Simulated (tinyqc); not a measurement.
Boltzmann transport in a parabolic band with a power-law relaxation time, step by step. Values are carried at full precision from step to step, so a last printed digit may differ when a step is redone from the rounded ones.

F_j(eta) = (1/Gamma(j + 1)) integral_0^infinity x^j dx/(1 + exp(x - eta)), which tends to exp(eta) for eta << 0.

n = N F_1/2(eta) with N = 2 (m kB T/(4 pi c))^(3/2) with c = hbar^2/2m0, in 1/angstrom^3; times 1e24 for 1/cm^3, m = md.

Constants: hbar^2/2m0 = 3.80998211 eV angstrom^2; kB = 8.617333262e-05 eV/K.

Values chosen for the exercise (masses near those of Ge; tau0 is set for a mobility of the usual size at this n, kL is a free input; freeze-out and phonon drag, which matter near 77 K, are left out; shifted at random, so the results belong to these values and not to a real crystal): n = 5.1e+18 1/cm^3 (electron density); md = 0.555 m0 (density-of-states mass); T = 500 K; r = -0.5 (exponent of tau); tau0 = 28 fs (tau at E = kT); mc = 0.1192 m0 (conductivity mass); kL = 140 W/(m K) (lattice thermal conductivity).

## Reduced Fermi level

Solve for eta.

N = 2.232e+19 1/cm^3
eta = -1.3959

## Integrals for r = -0.5 (acoustic phonons)

tau = tau0 x^r with x = E/kT. With K_j = Gamma(j + 1) F_j(eta): <tau> = tau0 (r + 3/2) K_(r+1/2)/((3/2) K_(1/2)); mu = <tau>/(mc m0/e), m0/e = 5.685630e-12 kg/C; Hall factor rH = (3/2) K_(1/2) (2r + 3/2) K_(2r+1/2)/((r + 3/2) K_(r+1/2))^2; Seebeck S = -(kB/e) [(r + 5/2) K_(r+3/2)/((r + 3/2) K_(r+1/2)) - eta]; Lorenz number L = (kB/e)^2 [(r + 7/2) K_(r+5/2)/((r + 3/2) K_(r+1/2)) - ((r + 5/2) K_(r+3/2)/((r + 3/2) K_(r+1/2)))^2]; kB/e in V/K. Valley anisotropy is left out of rH.

Evaluate F_j and K_j for j = 1/2, r + 1/2, r + 3/2, r + 5/2 and 2r + 1/2 (each value once).

F_j and K_j:

| j | F_j | K_j |
|---|---|---|
| 0.5 | 0.22845 | 0.20246 |
| 0.0 | 0.22122 | 0.22122 |
| 1.0 | 0.23376 | 0.23376 |
| 2.0 | 0.24045 | 0.48089 |
| -0.5 | 0.21147 | 0.37483 |

## Transport coefficients

Form the ratios; u is the mean energy carried, in kT.

<tau>/tau0 = 0.728
rH = 1.163
u = 2.113
S = -302.4 microvolt/K
L = 1.526 1e-8 W ohm/K^2

The non-degenerate limits are rH = 1.178, u = r + 5/2 = 2 and L = (r + 5/2)(kB/e)^2 = 1.485; the degenerate ones are rH = 1 and L = 2.443.

## Mobility, conductivity and figure of merit

mu = <tau>/(mc m0/e) with m0/e = 5.685630e-12 kg/C; sigma = e n mu, e = 1.602176634e-19 C; Hall mobility rH mu; power factor S^2 sigma; ZT = S^2 sigma T/(kL + L sigma T), all in SI units.

mu = 301 cm^2/(V s)
Hall mobility = 350 cm^2/(V s)
sigma = 246 S/cm
power factor = 2.25 mW/(m K^2)
electronic thermal conductivity = 0.188 W/(m K)
ZT = 0.0080

A Hall measurement read with rH = 1 would give a density of 4.39e+18 1/cm^3. Electrons carry 0.13 % of the heat.

## Checks

- Seebeck coefficient against direct integration over -df/dE (microvolt/K): both -302.4.

Run: tinyqc, `OMP_NUM_THREADS=1 python tinyqc.py 1651856 1651857 out.jsonl`; Intel(R) Xeon(R) Processor @ 2.30GHz, one thread, shared host; about 0.03 s of CPU time with all checks.
